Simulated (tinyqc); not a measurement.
Sp3 tight binding, zinc-blende lattice, step by step. Computed by tinyqc, a small Python program that keeps every step. Command: `OMP_NUM_THREADS=1 python tinyqc.py 31692 31693 out.jsonl` (the two numbers bound the seeds that draw the settings). One thread of a shared host (Intel(R) Xeon(R) Processor @ 2.60GHz), about 0.01 s of CPU time with the checks.

## Bloch Hamiltonian at k

Parameters chosen for this model: zinc-blende lattice, anion at 0, cation at a/4 (1,1,1); V = eta hbar^2 / (m d^2), hbar^2/m = 7.619964 eV angstrom^2:
```
parameter          value      unit
a               4.180000  angstrom
d               1.809993  angstrom
Es anion      -15.490000        eV
Ep anion       -7.760000        eV
Es cation     -15.490000        eV
Ep cation      -7.760000        eV
eta ss         -1.320000
eta sp          1.420000
eta pp sigma    2.220000
eta pp pi      -0.630000
V ss           -3.070245        eV
V sp            3.302839        eV
V pp sigma      5.163594        eV
V pp pi        -1.465344        eV
```

k point k (2 pi / a): 0.010000  -0.620000  -0.320000

Slater-Koster rules over the four bonds with direction cosines (l, m, n): ss V_ss; s-px l V_sp; px-s -l V_sp; px-px l^2 V_pps + (1 - l^2) V_ppp; px-py l m (V_pps - V_ppp); each times exp(i k.d).

H(k) at k (eV):
```
                      a s                a px                 a py                 a pz
a s            -15.490000            0.000000             0.000000             0.000000
a px             0.000000           -7.760000             0.000000             0.000000
a py             0.000000            0.000000            -7.760000             0.000000
a pz             0.000000            0.000000             0.000000            -7.760000
c s   -6.048341-0.076861i  3.038828+0.059013i  -0.032443-5.527607i  -0.086835-2.065185i
c px  -3.038828-0.059013i  1.466265+0.018633i   0.100621+2.393067i   0.037593+6.405205i
c py   0.032443+5.527607i  0.100621+2.393067i   1.466265+0.018633i  -3.521291-0.068382i
c pz   0.086835+2.065185i  0.037593+6.405205i  -3.521291-0.068382i   1.466265+0.018633i

                      c s                 c px                 c py                 c pz
a s   -6.048341+0.076861i  -3.038828+0.059013i   0.032443-5.527607i   0.086835-2.065185i
a px   3.038828-0.059013i   1.466265-0.018633i   0.100621-2.393067i   0.037593-6.405205i
a py  -0.032443+5.527607i   0.100621-2.393067i   1.466265-0.018633i  -3.521291+0.068382i
a pz  -0.086835+2.065185i   0.037593-6.405205i  -3.521291+0.068382i   1.466265-0.018633i
c s            -15.490000             0.000000             0.000000             0.000000
c px             0.000000            -7.760000             0.000000             0.000000
c py             0.000000             0.000000            -7.760000             0.000000
c pz             0.000000             0.000000             0.000000            -7.760000
```

## Levels at k

Diagonalise the Hermitian matrix.

eigenvalues (eV): -23.948523  -16.980485  -15.874094  -14.236746  -3.745519  -2.952127  -0.572331  0.769825

weights |c|^2 of the basis functions:
```
        band 1    band 2    band 3    band 4    band 5    band 6    band 7    band 8
a s   0.438402  0.197318  0.009192  0.029502  0.254825  0.043407  0.009610  0.017744
a px  0.003286  0.132105  0.270331  0.038454  0.136010  0.045888  0.180569  0.193358
a py  0.048216  0.090758  0.051887  0.193105  0.108227  0.395160  0.004561  0.108086
a pz  0.010096  0.079820  0.168589  0.238939  0.000938  0.015546  0.305260  0.180812
c s   0.438402  0.197318  0.009192  0.029502  0.254825  0.043407  0.009610  0.017744
c px  0.003286  0.132105  0.270331  0.038454  0.136010  0.045888  0.180569  0.193358
c py  0.048216  0.090758  0.051887  0.193105  0.108227  0.395160  0.004561  0.108086
c pz  0.010096  0.079820  0.168589  0.238939  0.000938  0.015546  0.305260  0.180812
```

## Bloch Hamiltonian at G

k point G (2 pi / a): 0  0  0

As before.

H(k) at G (eV):
```
             a s       a px       a py       a pz         c s       c px       c py       c pz
a s   -15.490000   0.000000   0.000000   0.000000  -12.280980   0.000000   0.000000   0.000000
a px    0.000000  -7.760000   0.000000   0.000000    0.000000   2.977207   0.000000   0.000000
a py    0.000000   0.000000  -7.760000   0.000000    0.000000   0.000000   2.977207   0.000000
a pz    0.000000   0.000000   0.000000  -7.760000    0.000000   0.000000   0.000000   2.977207
c s   -12.280980   0.000000   0.000000   0.000000  -15.490000   0.000000   0.000000   0.000000
c px    0.000000   2.977207   0.000000   0.000000    0.000000  -7.760000   0.000000   0.000000
c py    0.000000   0.000000   2.977207   0.000000    0.000000   0.000000  -7.760000   0.000000
c pz    0.000000   0.000000   0.000000   2.977207    0.000000   0.000000   0.000000  -7.760000
```

## Levels at G

As before.

eigenvalues (eV): -27.770980  -10.737207  -10.737207  -10.737207  -4.782793  -4.782793  -4.782793  -3.209020

## Bands along a path

The same steps at evenly spaced points between the labelled ones.

Bands along the path (eV):
```
k             band 1      band 2      band 3      band 4     band 5     band 6     band 7     band 8
L         -23.518738  -19.436044  -13.667895  -13.667895  -5.023447  -1.852105  -1.852105   1.478228
L-G 0.25  -24.596649  -17.990970  -13.335826  -13.335826  -4.813746  -2.184174  -2.184174   0.901365
L-G 0.50  -26.208453  -15.258029  -12.437980  -12.437980  -4.338956  -3.082020  -3.082020  -0.694562
L-G 0.75  -27.360134  -12.360731  -11.320499  -11.320499  -4.199501  -4.199501  -4.097063  -2.682071
G         -27.770980  -10.737207  -10.737207  -10.737207  -4.782793  -4.782793  -4.782793  -3.209020
G-X 0.25  -27.219762  -12.119608  -12.119608  -11.646252  -4.625802  -3.400392  -3.400392  -3.008183
G-X 0.50  -25.630251  -14.354859  -14.354859  -13.941832  -4.198510  -2.729407  -1.165141  -1.165141
G-X 0.75  -23.187303  -16.954908  -16.004886  -16.004886  -3.623097  -2.734692   0.484886   0.484886
X         -20.175919  -20.175919  -16.598584  -16.598584  -3.074081  -3.074081   1.078584   1.078584
X-W 0.25  -20.175919  -20.175919  -16.598584  -16.598584  -3.074081  -3.074081   1.078584   1.078584
X-W 0.50  -20.175919  -20.175919  -16.598584  -16.598584  -3.074081  -3.074081   1.078584   1.078584
X-W 0.75  -20.175919  -20.175919  -16.598584  -16.598584  -3.074081  -3.074081   1.078584   1.078584
W         -20.175919  -20.175919  -16.598584  -16.598584  -3.074081  -3.074081   1.078584   1.078584
```

With 4 band(s) filled, the highest filled level on these points lies at G and the lowest empty one at L: a gap of 5.7138 eV, indirect.
